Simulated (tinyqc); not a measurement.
One-sided p+-n junction, ionisation integral and breakdown: two steps of the calculation.

A p+ layer at x < 0 and an n drift layer from x = 0. Depletion approximation, built-in voltage neglected. Local ionisation coefficients alpha_n = an exp(-(bn/E)^mx), alpha_p = ap exp(-(bp/E)^mx). Electrons move towards +x, holes towards x = 0.

Inputs (values chosen for the exercise); material values close to those of gallium nitride: relative permittivity eps_r = 9.48; prefactor of the electron ionisation coefficient an = 3.02e8 1/cm; field constant for electrons bn = 3.32e7 V/cm; prefactor of the hole ionisation coefficient ap = 1.3e8 1/cm; field constant for holes bp = 2.11e7 V/cm; exponent mx = 1; donor density of the drift layer N = 2e16 cm^-3; reverse voltage V = 887 V; share of the depleted width that the grid covers fr = 0.5.

Constants: q = 1.602176634e-19 C, eps0 = 8.8541878128e-14 F/cm where lengths are in cm. Results are converted to the units shown.

Task 1. Field and ionisation coefficients on a grid. W = sqrt(2 eps0 eps_r V/(q N)), peak field E0 = q N W/(eps0 eps_r), falling linearly to 0 at W. Grid: 13 equal steps from 0 to fr W.

Wanted: W; x; E; alpha_n; alpha_p.

Result 1.

W = 6.8169 um

```
point,x (um),E (kV/cm),alpha_n (1/cm),alpha_p (1/cm)
0,0.0000,2602.4,869.85,39145
1,0.2622,2502.3,522.18,28303
2,0.5244,2402.2,300.42,19918
3,0.7866,2302.1,164.73,13595
4,1.0487,2202.0,85.520,8963.0
5,1.3109,2101.9,41.712,5679.2
6,1.5731,2001.8,18.935,3438.0
7,1.8353,1901.7,7.9101,1974.1
8,2.0975,1801.6,2.9990,1065.8
9,2.3597,1701.5,1.0144,535.16
10,2.6219,1601.5,0.29963,246.54
11,2.8841,1501.4,0.075225,102.43
12,3.1462,1401.3,0.015502,37.537
13,3.4084,1301.2,0.0025054,11.787
```

Task 2. Ionisation integrals by the trapezoid rule. G(x) = integral from 0 to x of (alpha_n - alpha_p); I_n = integral of alpha_n exp(-G) (electrons injected at x = 0), I_p = integral of alpha_p exp(G(end) - G) (holes injected at the far edge); M = 1/(1 - I). All integrals by the trapezoid rule on the grid.

```
point,x (um),alpha_n (1/cm),alpha_p (1/cm)
0,0.0000000,869.84842,39145.487
1,0.2621874,522.18097,28302.919
2,0.5243748,300.42078,19917.885
3,0.7865622,164.72571,13595.234
4,1.0487496,85.520143,8962.9774
5,1.3109369,41.712078,5679.1856
6,1.5731243,18.935404,3437.9788
7,1.8353117,7.9101258,1974.1255
8,2.0974991,2.9989620,1065.8020
9,2.3596865,1.0143881,535.16086
10,2.6218739,0.29963426,246.54327
11,2.8840613,0.075225273,102.42905
12,3.1462487,0.015502055,37.536815
13,3.4084361,0.0025054181,11.787455
```

Give: G; alpha_n exp(-G); I_n; I_p; M_n; M_p.

Result 2.

```
point,G,alpha_n exp(-G) (1/cm)
0,0.0000,869.8
1,-0.8660,1241.4
2,-1.4873,1329.4
3,-1.9206,1124.2
4,-2.2130,781.9
5,-2.4033,461.3
6,-2.5220,235.8
7,-2.5926,105.7
8,-2.6323,41.7
9,-2.6532,14.4
10,-2.6635,4.3
11,-2.6680,1.1
12,-2.6699,0.2
13,-2.6705,0.0
```

I_n = 0.15145
I_p = 0.92516
M_n = 1.1785
M_p = 13.361

Program tinyqc, `OMP_NUM_THREADS=1 python tinyqc.py 2120019 2120020 out.jsonl`; Intel Xeon 2.30GHz, shared host, one thread, about 0.06 s.
